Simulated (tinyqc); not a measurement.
Composition and strain of an epitaxial Si(1-x)Ge(x) layer from Raman and X-ray peaks. Changing the Ge fraction x. Computed by tinyqc, a small Python program. Command: `OMP_NUM_THREADS=1 python tinyqc.py 3029945 3029946 out.jsonl epiraman sweep`. One thread of a shared host (Intel(R) Xeon(R) Processor @ 2.30GHz), about 0.01 s of CPU time with the checks.

A (001) layer, biaxially strained in the plane. The Raman peaks follow empirical lines omega = w0 + c1 x + c3 x^3 + b eps (c3 for Si-Ge alone), with eps the in-plane strain.

Inputs (values chosen for the exercise, modelled on silicon-germanium):
```
quantity                        value      unit
degree of relaxation R           0.62         -
lattice constant of Si          5.431  angstrom
lattice constant of Ge          5.658  angstrom
bowing B                        0.028  angstrom
2 C12/C11 of Si                 0.777         -
2 C12/C11 of Ge                 0.748         -
Si-Si: w0                       521.2      1/cm
Si-Si: c1                       -69.7      1/cm
Si-Si: strain coefficient b      -773      1/cm
Si-Ge: w0                       400.4      1/cm
Si-Ge: c1                        24.2      1/cm
Si-Ge: c3                       -35.8      1/cm
Si-Ge: strain coefficient b      -597      1/cm
Ge-Ge: w0                       280.4      1/cm
Ge-Ge: c1                        19.8      1/cm
Ge-Ge: strain coefficient b      -479      1/cm
X-ray wavelength             1.540598  angstrom
```

Substrate: silicon.

Method:
- Relaxed lattice constant a(x) = a_Si + (a_Ge - a_Si) x - B x (1 - x).
- In-plane constant a_par = a_sub + R (a(x) - a_sub); eps = a_par/a(x) - 1; eps_perp = -(2 C12/C11) eps with 2 C12/C11 linear in x; a_perp = a(x) (1 + eps_perp).
- Insert x and eps in the three lines; the strain part is b eps.
- Bragg angle theta = arcsin(2 lambda/a) for (004), for the substrate with a_sub and the layer with a_perp; separation in arc seconds.

One run for each value; columns: (1) Ge fraction x; (2) Si-Si peak (1/cm); (3) Si-Ge peak (1/cm); (4) Ge-Ge peak (1/cm); (5) in-plane strain eps (per mille); (6) separation, layer less substrate (arcsec):
```
(1)      (2)     (3)     (4)      (5)      (6)
0.08  516.49  402.99  282.52   -1.123   -542.7
0.18  510.63  406.07  285.19   -2.552  -1229.5
0.29  504.20  409.03  288.13   -4.157  -1995.4
0.40  497.80  411.25  291.09   -5.793  -2771.5
0.50  492.00  412.39  293.80   -7.308  -3485.3
0.60  486.22  412.47  296.52   -8.849  -4206.4
0.71  479.88  411.08  299.52  -10.571  -5007.6
0.82  473.57  407.86  302.54  -12.322  -5816.5
0.92  467.85  403.11  305.29  -13.937  -6558.1
```

Describe and explain the trends.

Over the rows, Si-Si peak (1/cm) falls from 516 to 468 (exponent d ln y / d ln x -0.014 between the first rows and -0.11 between the last); Si-Ge peak (1/cm) goes from 403 through a maximum among these rows, 412 at 0.600, to 403; Ge-Ge peak (1/cm) rises from 283 to 305 (exponent d ln y / d ln x 0.012 between the first rows and 0.079 between the last). Composition and strain both change with x. The Si-Si peak moves by -57.9 per cm per unit x on average, against c1 = -69.7 without strain: eps moves towards compression as x grows, which offsets part of the fall, in proportion to 1 - R.

Caution (rows 0.0800, 0.180, 0.820, 0.920): near either end one of the like-atom peaks is weak, since its intensity follows the number of such bonds.

Extremes, crossings and ranges named in words are read from the listed rows.
